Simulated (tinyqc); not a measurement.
Polytypes by hexagonality, and a cubic inclusion as a quantum well, step by step. Values are carried at full precision from step to step, so a last printed digit may differ when a step is redone from the rounded ones.

A layer is h if its two neighbours in the periodic sequence sit on the same site, k otherwise; the hexagonality h is the share of h layers.

Constants: hbar^2/2m0 = 3.80998211 eV angstrom^2.

Inputs chosen for the exercise (of the order of those of InAs; the results hold for these values, not for the real material): E3 = 0.418 eV (gap of the cubic polytype); E2 = 0.463 eV (gap of 2H); Ev2 = 0.037 eV (valence top of 2H above that of 3C); P2 = 0.0017 C/m^2 (spontaneous polarisation of 2H); m = (0.025, 0.024) m0 (electron mass along c in the cubic layer and in the host); d = 3.499 angstrom (thickness of a double layer); eps = 15 (dielectric constant); N = 12 (double layers in the cubic inclusion).

## Hexagonality

Stacking sequences:
```
polytype         sequence
4H                   ABCB
9R              ABCBCACAB
2H                     AB
10H            ABCABCBACB
15R       ABCACBCABACABCB
```

Give the h/k string and h of each.

Hexagonality:
```
polytype       h/k string       h
4H                   hkhk  0.5000
9R              hkhhkhhkh  0.6667
2H                     hh  1.0000
10H            hkkkkhkkkk  0.2000
15R       hkkhkhkkhkhkkhk  0.4000
```

## Gaps and band edges

Gap: E3 + (E2 - E3) h. Valence top Ev2 h and polarisation P2 h, both counted from 3C; Ec = Ev + gap.

Evaluate for each polytype.

Results:
```
polytype  gap (eV)  Ev (eV)  Ec (eV)  P (C/m^2)
4H          0.4405   0.0185   0.4590    0.00085
9R          0.4480   0.0247   0.4727    0.00113
2H          0.4630   0.0370   0.5000    0.00170
10H         0.4270   0.0074   0.4344    0.00034
15R         0.4360   0.0148   0.4508    0.00068
```

The widest gap is that of 2H, the narrowest that of 10H. Ev and Ec both rise with h, so 3C collects electrons and the more hexagonal side holes: a staggered line-up.

## The bound level without the field

A cubic inclusion of width L = N d in the host (h = 1) is a well of depth V = Ec(host) - Ec(3C). Square well with mass mismatch: k tan(k L/2) = (m_w/m_b) q, k = sqrt(m_w E/c), q = sqrt(m_b (V - E)/c), c = hbar^2/2m0, lowest root. The depth of the level, V - E, is its binding, and the transition to the valence top of the host is gap(host) - (V - E). The step in polarisation gives a field |F| = |P|/(eps eps0) in a thin inclusion, eps0 = 8.8541878e-12 F/m.

Give V, L, the level E, its depth below the host conduction edge and the transition to the valence top of the host, gap(host) - (V - E).

V = 0.0820 eV
L = 41.988 angstrom
E above the bottom = 0.0675 eV
depth below the host edge = 0.0145 eV
transition = 0.4485 eV

The level keeps 18 % of the well depth. The transition lies above the gap of 3C itself (0.418 eV).

## The polarisation field

Give |F|, the drop |F| L, the bound charge |P|/e per cm^2 (e = 1.602176634e-19 C), and, as a first estimate, the shift -|F| L/2 of the transition for an electron centred in the layer and a hole in the host on the high side.

|F| = 0.128 MV/cm
drop = 53.7 meV
bound charge = 1.06e+12 cm^-2
estimated shift = -26.9 meV

The drop is 66 % of the well depth. The host edge on the low side sinks by 27 meV against the centre, more than the 14 meV by which the flat well binds, so the level may not survive the field and the estimate must be checked.

## Checks

- Square-well root against finite differences on a grid of 0.5 angstrom (eV): both 0.068.

Program tinyqc; command `OMP_NUM_THREADS=1 python tinyqc.py 1880918 1880919 out.jsonl`; about 0.04 s on one thread of a shared Intel(R) Xeon(R) Processor @ 2.30GHz.
